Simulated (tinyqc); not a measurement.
Valley-orbit splitting of a donor ground state, with strain: one step, computed by the program tinyqc.

The basis is the 1s envelope in each valley; energies are counted from the unstrained conduction-band edge. The strain is e_s (a a^T - 1/3) for the unit stress axis a, so valley j along n_j moves by Xi_u e_s w_j with w_j = (n_j.a)^2 - 1/3: +1/6 for x and y, -1/3 for z. The splitting at the zone boundary that a [110] shear adds for <100> valleys is left out.

Problem. Populations and ionisation. H_jj = -(E_0 + Lambda) + Xi_u e_s w_j; H_jk = -Delta_2 between opposite valleys and -Delta_1 between perpendicular ones. z = sum over levels of exp(-(E - E_ground)/k_B T), the ground-state share being 1/z; N_c = 2 (2 pi m_e k_B T/h^2)^(3/2) sum_j exp(-(shift_j - lowest shift)/k_B T); n1 = N_c/(2 z) exp(-binding/k_B T), binding = lowest shift - E_ground; without compensation n = 2 N_D/(1 + sqrt(1 + 4 N_D/n1)) (Boltzmann statistics; p and higher states left out).

Inputs (values chosen for the exercise, modelled on donors in silicon):

| quantity | value | unit |
|---|---|---|
| single-valley binding energy E_0 | 30.9 | meV |
| central-cell shift Lambda | 0.804 | meV |
| coupling Delta_1 | 4 | meV |
| coupling Delta_2 | 2.73 | meV |
| shear deformation potential Xi_u | 8.67 | eV |
| shear strain e_s | -0.00027 | - |
| temperature T | 77 | K |
| donor density N_D | 6.5e+15 | cm^-3 |
| density-of-states mass of one valley m_e | 0.318 | m_0 |

Valleys: six along <100>. Stress axis: [110].

Constants: k_B = 8.617333262e-05 eV/K; m_0 = 9.1093837015e-31 kg; k_B = 1.380649e-23 J/K; h = 6.62607015e-34 J s.

Give: partition sum z; share of neutral donors in the ground state; N_c; n1; free electrons n.

Solution.

partition sum z = 1.1720

share of neutral donors in the ground state = 0.85322

N_c = 3.3216e+18 cm^-3

n1 = 7.5010e+14 cm^-3

free electrons n = 1.8647e+15 cm^-3
